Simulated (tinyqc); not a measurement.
What moves the results: free and nearly free electrons in a metal. A value that a table varies takes the place of the one given here.

The cubic cell holds 2 atoms: n = 2 z/a^3, kF = (3 pi^2 n)^(1/3), EF = c kF^2/m, vF = 2 c kF/(m hbar), c = hbar^2/2m0; rs = (3/(4 pi n))^(1/3)/a0; D(EF) = 3 n/(2 EF).

Two plane waves k and k - G, G = (110) (2 pi/a): H = [[c k^2/m, V], [V, c (k - G)^2/m]] with c = hbar^2/2m0.

Square wire of width w with grain size w: rho/rho0 = 1/(1 - 3 al/2 + 3 al^2 - 3 al^3 ln(1 + 1/al)) + (3/4) (1 - p) l/w, with al = (l/w) Rg/(1 - Rg) (Mayadas-Shatzkes plus the thick-wire form of Fuchs-Sondheimer); l = hbar kF/(n e^2 rho), e = 1.602176634e-19 C.

Constants: hbar^2/2m0 = 3.80998211 eV angstrom^2; hbar = 6.58211957e-16 eV s; a0 (Bohr radius) = 0.5291772105 angstrom.

Values chosen for the exercise (near those of Na; the results hold for these values, not for the real material): a = 4.221 angstrom (bcc lattice constant); z = 1 (free electrons an atom); m = 1 m0 (mass); rho = 4.94 micro-ohm cm (bulk resistivity); p = 0.5 (specularity of the surfaces); Rg = 0.45 (reflection at grain boundaries); w = 30 nm (wire width).

## When the Fermi surface touches the face

On the face the lower band is E = c (G^2/4 + q^2)/m - V, q along the face. EF is held at its free value. A neck opens where EF > c G^2/(4m) - V, with radius q; the second band fills where EF > c G^2/(4m) + V.

Necks:

| V (eV) | lower band at the face centre (eV) | neck radius (1/angstrom) | radius/kF |
|---|---|---|---|
| 0.2 | 4.021 | - | - |
| 0.5 | 3.721 | - | - |
| 0.8 | 3.421 | - | - |
| 1.1 | 3.121 | 0.1831 | 0.198 |
| 1.4 | 2.821 | 0.3351 | 0.363 |
| 1.8 | 2.421 | 0.4661 | 0.505 |
| 2.2 | 2.021 | 0.5677 | 0.615 |
| 2.6 | 1.621 | 0.6536 | 0.708 |

EF = 3.249 eV
c G^2/(4m) = 4.221 eV

How do the results move?

Contact needs V > 0.972 eV. It is first met at V = 1.1 eV of those listed, and the radius then grows as the square root of the excess, to 0.708 kF at 2.6 eV. EF is held at its free value here; a count of states lowers it as V grows, strongly for V of an eV or more, so the threshold is a lower bound, the radii are upper bounds, and some necks may vanish.

## Resistivity of narrow wires

Wires:

| w (nm) | al | grain term (factor - 1) | surface term | rho (micro-ohm cm) |
|---|---|---|---|---|
| 200 | 0.118 | 0.172 | 0.054 | 6.06 |
| 100 | 0.236 | 0.338 | 0.108 | 7.14 |
| 50 | 0.473 | 0.663 | 0.217 | 9.29 |
| 30 | 0.788 | 1.091 | 0.361 | 12.11 |
| 20 | 1.181 | 1.622 | 0.541 | 15.63 |
| 14 | 1.688 | 2.301 | 0.773 | 20.13 |
| 10 | 2.363 | 3.205 | 1.083 | 26.12 |
| 7 | 3.375 | 4.558 | 1.547 | 35.10 |

l = 28.88 nm

How do the results move?

At 7 nm the resistivity is 7.10 times the bulk value; grain boundaries add more (4.56 from grains, 1.55 from surfaces). It passes twice the bulk value between 50 and 30 nm. The surface formula is meant for w above l = 29 nm, so the rows below that are rough.

## What sets the wire resistivity

All results formed anew. Each row changes one parameter from the base and keeps the others.

Results:

| case | EF (eV) | l (nm) | wire rho (micro-ohm cm) |
|---|---|---|---|
| base | 3.249 | 28.88 | 12.113 |
| a = 4.348 angstrom | 3.062 | 30.64 | 12.543 |
| m = 1.2 m0 | 2.707 | 28.88 | 12.113 |
| rho = 5.928 micro-ohm cm | 3.249 | 24.06 | 13.125 |
| p = 0.8 | 3.249 | 28.88 | 11.043 |
| Rg = 0.315 | 3.249 | 28.88 | 9.797 |
| w = 21 nm | 3.249 | 28.88 | 15.125 |

What can be read from the table?

The largest shifts from the base row, up to three for each result and ties (the steps differ in size, so this ranks the rows, not the parameters). EF (eV): m -0.541, a -0.187; unchanged at the printed digits by rho, p, Rg and w. l (nm): rho -4.81, a +1.76; unchanged at the printed digits by m, p, Rg and w. wire rho (micro-ohm cm): w +3.013, Rg -2.316, p -1.070; unchanged at the printed digits by m. The mass drops out of l at given rho, because vF falls and tau rises by the same factor.

Run: tinyqc, `OMP_NUM_THREADS=1 python tinyqc.py 1650879 1650880 out.jsonl`; Intel(R) Xeon(R) Processor @ 2.30GHz, one thread, shared host; about 0.01 s of CPU time with all checks.
